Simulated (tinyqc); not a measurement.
Inside a calculation. Model: donor binding, ionisation and the Mott limit.

Computed by the program tinyqc: `OMP_NUM_THREADS=1 python tinyqc.py 2330112 2330113 out.jsonl`, one thread of a shared Intel Xeon 2.30GHz, about 0.01 s for the whole run. Printed values are rounded.

Hydrogenic donor: Ry = (m0 q^3/(8 eps0^2 h^2)) me/eps_r^2 in eV, E0 = cc Ry, radius a = q/(8 pi eps0 eps_r E0), Mott density Nm = (0.26/a)^3. Below Nm the level sinks as Ed = E0 [1 - (N/Nm)^(1/3)]. Neutrality: Nc F12(eta) = N/(1 + 2 exp(eta + Ed/kB T)), F12(x) = (2/sqrt(pi)) int_0^infinity sqrt(u)/(1 + exp(u - x)) du.

Values chosen for this exercise; band and dielectric values close to those of silicon:
- T = 100 K (temperature)
- eps_r = 11.8 (relative permittivity)
- me = 0.261 m0 (mass in the hydrogenic formula, set independently of Nc)
- Nc = 5.45e18 cm^-3 (conduction-band density of states at 100 K)
- cc = 1 (ratio of the true binding energy to the hydrogenic one)
- N = 3.1e16 cm^-3 (donor density)

Constants: q = 1.602176634e-19 C, kB = 1.380649e-23 J/K, eps0 = 8.8541878128e-12 F/m, h = 6.62607015e-34 J s, m0 = 9.1093837015e-31 kg, Vt = kB T/q. Results are converted to the units shown.

Range of the model: A sharp level with degeneracy 2 overstates freeze-out near Nm, where the impurity band broadens and merges with the conduction band.

## Binding energy, radius and Mott density

The mean spacing of the donors is N^(-1/3).

Ry = 25.50335 meV
E0 = 25.50335 meV
a = 2.392449 nm
Nm = 1.283489e18 cm^-3
spacing over a = 13.30567
Ed = 18.13132 meV

## Ionisation

Solve the neutrality equation for eta. Boltzmann form: with k = (Nc/2) exp(-Ed/kB T) the ionised share is [-k + sqrt(k^2 + 4 k N)]/(2 N).

eta = -5.250075
ionised share = 92.07715 %
n = 2.854392e16 cm^-3
ionised share, Boltzmann form = 92.08966 %

With the level held at E0 the share would be 84.4 %.
